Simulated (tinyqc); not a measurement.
Worked calculation: electron-beam lithography: double-Gaussian proximity function, edge placement and dose correction for parallel lines. Computed by tinyqc, a small Python program that keeps every step. Command: `OMP_NUM_THREADS=1 python tinyqc.py 3113523 3113524 out.jsonl proximity walk`. One thread of a shared host (Intel(R) Xeon(R) Processor @ 2.30GHz), about 0.01 s of CPU time with the checks. Intermediate numbers are printed to about 6 digits and carried at full precision; extremes and crossings named in words are read from the listed rows.

Lines are infinitely long. Absorbed energy is counted so that the middle of a very large area written at dose 1 receives 1; the resist develops where it exceeds 1/2.

Inputs (values chosen for the exercise, of the order of those for 30 keV electrons in resist on silicon): forward range alpha = 0.0092 micrometre; backscatter range beta = 4.3 micrometre; backscatter ratio eta = 0.57; base dose D0 = 590 microcoulomb/cm^2; beam current = 1.8 nA; pixel size = 10 nm; width of the test line = 0.035 micrometre; pattern density around the test line = 0.64.

line widths (micrometre): [0.07, 0.046, 0.046, 0.11, 0.57]

gaps between the lines (micrometre): [0.093, 3, 0.3, 1]

Constants: e = 1.602176634e-19 C.

## Layout

The first line starts at x = 0; each next one starts after the width and the gap.

Lines (micrometre):
```
line  left edge  right edge  centre
1         0.000       0.070   0.035
2         0.163       0.209   0.186
3         3.209       3.255   3.232
4         3.555       3.665   3.610
5         4.665       5.235   4.950
```

## Interaction matrix

f(r) = [exp(-r^2/alpha^2)/alpha^2 + eta exp(-r^2/beta^2)/beta^2]/(pi (1 + eta)). A line from a to b at dose d gives E(x) = d [S(alpha) + eta S(beta)]/(1 + eta), S(s) = [erf((b - x)/s) - erf((a - x)/s)]/2. M_ij is the mean of E at the two edges of line i from line j at dose 1.

M, rows 1, 2, 3, 4, 5:
$$\begin{pmatrix}
0.321806 & 0.002188 & 0.001261 & 0.002625 & 0.007370 \\
0.003330 & 0.320662 & 0.001327 & 0.002779 & 0.007974 \\
0.001919 & 0.001327 & 0.320662 & 0.005199 & 0.023123 \\
0.001671 & 0.001162 & 0.002174 & 0.323710 & 0.024607 \\
0.000909 & 0.000646 & 0.001862 & 0.004738 & 0.345465
\end{pmatrix}$$

## Dose correction

Uncorrected edge energies are M 1. Solve M d = 1/2 for the doses d that put the mean edge energy of every line at the threshold.

edge energies at dose 1: 1 0.335250, 2 0.336073, 3 0.352230, 4 0.353324, 5 0.353621

corrected doses: 1 1.49412, 2 1.49047, 3 1.41930, 4 1.41454, 5 1.41355

largest over smallest dose = 1.05700

Line 1 needs the most and line 5 the least; a narrow isolated line much wider than alpha would need 1 + eta = 1.57.

## Printed widths

Edges are the roots of E(x) = 1/2 between a line centre and the middle of the next gap. Three cases: dose 1 everywhere; one common dose equal to the mean of d; the corrected doses.

Width error, printed less drawn (nm):
```
line  drawn width (nm)    dose 1  mean dose  corrected
1                   70  -9.13346  -0.534522   1.00e-06
2                   46  -9.07962  -0.492353   1.00e-06
3                   46  -8.05198   0.335075          0
4                  110  -7.98419   0.391145          0
5                  570  -7.96567   0.406353   1.00e-06
```

With the common mean dose the errors span 0.9 nm. With corrected doses the largest error is below 0.01 nm.

## Dose to size and latitude

A test line of width w << beta in surroundings of density rho, all at dose d: near its edge E(x) = d [S + eta rho]/(1 + eta), S = [erf((b - x)/alpha) - erf((a - x)/alpha)]/2 for edges a and b, the second term being the background energy. Dose to size d_s = (1 + eta)/(erf(w/alpha) + 2 eta rho), dose = d_s D0; edge slope d [1 - exp(-w^2/alpha^2)]/(sqrt(pi) alpha (1 + eta)); width change per 1 % of dose = 2 x 0.01 x (1/2)/slope.

dose to size d_s = 0.907724

dose = 535.557 microcoulomb/cm^2

edge slope = 0.0354561 1/nm

width change per 1 % of dose = 0.282039 nm

background energy = 0.210916

The background supplies 42 % of the threshold.

## Shot noise and writing time

With dose = d_s D0: electrons per pixel N = dose x pixel area/e; relative noise 1/sqrt(N); time per cm^2 of pattern area = dose x density/current; pixel rate = current/(dose x pixel area).

electrons per pixel = 3342.69

shot noise = 1.72963 %

writing time per cm^2 = 52.8946 h

pixel rate = 3.36098 MHz

Checks made by the program: corrected edge energies (relative difference below 1e-10).
